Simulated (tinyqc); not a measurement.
Worked calculation: deformation-potential model of the Delta valleys of a conduction band. Values are carried at full precision from step to step, so a last printed digit may differ when a step is redone from the rounded ones.

s11 = (C11 + C12)/((C11 - C12)(C11 + 2 C12)), s12 = -C12/((C11 - C12)(C11 + 2 C12)), s44 = 1/C44; exx = s11 sxx + s12 (syy + szz) and cyclic, exy = s44 sxy/2; tension is positive. A uniaxial stress X along the unit vector n is s_ij = X n_i n_j.

Constants: kB = 8.617333262e-05 eV/K; hbar^2/2m0 = 3.80998211 eV angstrom^2.

Inputs chosen for the exercise (near those of Si; shifted at random, so the results belong to these values and not to a real crystal): C11 = 171.4 GPa; C12 = 63 GPa; C44 = 83.9 GPa; load = uniaxial [100] (kind of stress); X = -1.8 GPa (stress); Xd = 0.99 eV (dilation potential); Xu = 9.72 eV (uniaxial potential); T = 77 K (temperature); ml = 0.932 m0 (longitudinal mass); mt = 0.193 m0 (transverse mass).

## Strain from a uniaxial [100] stress

Form the compliances and the strain.

s11, s12, s44 (1/TPa): 7.2709  -1.9542  11.9190

strain tensor:
```
           x         y         z
x  -0.013088  0.000000  0.000000
y   0.000000  0.003518  0.000000
z   0.000000  0.000000  0.003518
```

## Valley shifts

Valleys with axes along x, y and z, each a pair at +k and -k. Herring-Vogt shift of a valley with unit axis a: dE = Xd tr(e) + Xu a.e.a. Non-degenerate shares n_i = exp(-dE_i/kT)/sum_j exp(-dE_j/kT). Inverse mass tensor of a valley: (1 - a a)/mt + a a/ml; the masses are taken as independent of strain.

Apply the Herring-Vogt formula to each valley.

Xd tr(e) = -5.99 meV

a.e.a: x -0.013088, y 0.003518, z 0.003518

shifts dE (meV): x -133.20, y 28.20, z 28.20

The lowest valley is x, 161.4 meV below the highest; the mean shift over all valleys is (Xd + Xu/3) tr(e) = -25.60 meV.

## Shares of the electrons

Boltzmann factors of the shifts.

kT = 6.635 meV

shares: x 1.0000, y 0.0000, z 0.0000

effective number of valley axes, 1/(largest share) = 1.000

## Conductivity mass tensor

With one scattering time for all valleys the conductivity goes as M = sum_i n_i (inverse mass tensor of valley i); along the unit vector u, 1/m_c = u.M.u. Without stress 1/m_c = (1/ml + 2/mt)/3. Take u along [001].

M (1/m0):
```
       x      y      z
x  1.073  0.000  0.000
y  0.000  5.181  0.000
z  0.000  0.000  5.181
```

m_c along [001] = 0.1930 m0
m_c without stress = 0.2623 m0

The repopulation alone changes the mobility along [001] by +35.9 %; with all electrons in the valleys lightest or heaviest along this direction it would change by +36 or -72 %.

## Effective density of states

Each of the 6 whole valleys has m_d = (ml mt^2)^(1/3) and N = 2 (m_d kT/(4 pi c))^(3/2), c = hbar^2/2m0. Counted from the lowest edge, Nc = N x 2 x sum_i exp(-(dE_i - dE_min)/kT). 1 angstrom^-3 = 1e24 cm^-3.

m_d = 0.3262 m0
N of one valley = 6.080e+17 cm^-3
Nc under stress = 1.216e+18 cm^-3
Nc without stress = 3.648e+18 cm^-3

## Piezoresistance from repopulation

For small stress d(rho)/rho = pi X. For valleys on the cube axes pi11 = -(2/3) Xu (s11 - s12)/kT x (K - 1)/(2K + 1), pi12 = -pi11/2, pi44 = 0, K = ml/mt. For stress along [110]: pi_l = (pi11 + pi12 + pi44)/2 with the current along it and pi_t = (pi11 + pi12 - pi44)/2 with the current along [1-10]. 1/GPa = 100 x 1e-11/Pa.

K = 4.829

pi11, pi12, pi44 (1e-11/Pa): -323.7  161.8  0.0

pi_l, pi_t for [110] (1e-11/Pa): -80.9  -80.9

Only the transfer between valleys is counted; changes of mass and of intervalley scattering add to it in a real crystal.

## Checks

- Conductivity mass at zero stress against 3/(1/ml + 2/mt): both 0.2623374.
- Piezoresistance coefficients by finite differences against the closed form: largest difference 7.8e-07.

Computed by tinyqc, a small Python program: `OMP_NUM_THREADS=1 python tinyqc.py 1051198 1051199 out.jsonl` (the numbers bound the seed that draws the inputs); one thread of a shared host (Intel(R) Xeon(R) Processor @ 2.30GHz), about 0.01 s for the whole set of steps.
